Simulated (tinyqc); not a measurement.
Van der Pauw, Hall and four-point-probe measurements on a doped layer: one step of the calculation.

A uniform p-type layer with sheet resistance Rs = 1/(q ns mu), point contacts, low field (mu B small).

Problem. New z. The van der Pauw equation exp(-pi RA z) + exp(-pi RB z) = 1 is solved for z = 1/Rs: e1 = exp(-pi RA z), e2 = exp(-pi RB z), f = e1 + e2 - 1, f' = -pi (RA e1 + RB e2), z(new) = z - f/f'.

z at the start = 8.0128376 mS
RA = 9.0437356 ohm
RB = 46.026793 ohm

Wanted: e1; e2; f; f'; z after iteration 1.

Solution.

e1 = 0.7964
e2 = 0.3139
f = 0.1103
f' = -0.06802 kohm
z after iteration 1 = 9.635 mS

Program tinyqc, `OMP_NUM_THREADS=1 python tinyqc.py 2850137 2850138 out.jsonl`; Intel Xeon 2.30GHz, shared host, one thread, about 0.01 s.
